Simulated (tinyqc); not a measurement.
Inside a calculation. Model: ellipsometry and reflectance of a transparent film on an absorbing substrate.

tinyqc, about 0.2 s, one thread, Intel Xeon 2.30GHz (shared host): `OMP_NUM_THREADS=1 python tinyqc.py 2870175 2870176 out.jsonl` Printed values are rounded.

Air (index 1), film, substrate with N2 = n2 - i k2; time factor exp(+i w t). q_j = sqrt(N_j^2 - sin^2 th), root with positive real part. Fresnel coefficients r_s = (q_a - q_b)/(q_a + q_b), r_p = (N_b^2 q_a - N_a^2 q_b)/(N_b^2 q_a + N_a^2 q_b). tan(Psi) exp(i Delta) = R_p/R_s, Delta taken from 0 to 360 degrees.

Inputs (values chosen for the exercise); indices close to those of titanium dioxide on silicon: wavelength lam = 632.8 nm; angle of incidence th = 75 degrees; index of the transparent film n1 = 2.386; film thickness d = 39 nm; index of the substrate n2 = 3.882; extinction coefficient of the substrate k2 = 0.019.

## Interface coefficients and thickness period

q0, q1, q2 and the coefficients r01 and r12 for p and s; the results repeat in d with the period lam/(2 q1).

q0 = 0.258819
q1 = 2.18174
q2 = 3.75991-0.01962i
r01,p = -0.193774
r01,s = -0.787902
r12,p = 0.211367-0.002184i
r12,s = -0.265620+0.002425i
period = 145.022 nm

## Psi, Delta and reflectances

beta = 2 pi d q1/lam, X = exp(-2 i beta), R = (r01 + r12 X)/(1 + r01 r12 X) for p and s.

beta = 0.844852 rad
X = -0.118628-0.992939i
R_p = -0.227909-0.199306i
R_s = -0.796202+0.100879i
Psi = 20.6686 degrees
Delta = 48.3906 degrees
|R_p|^2 = 0.0916653
|R_s|^2 = 0.644114

The bare substrate gives Psi = 1.215 and Delta = 172.94 degrees.
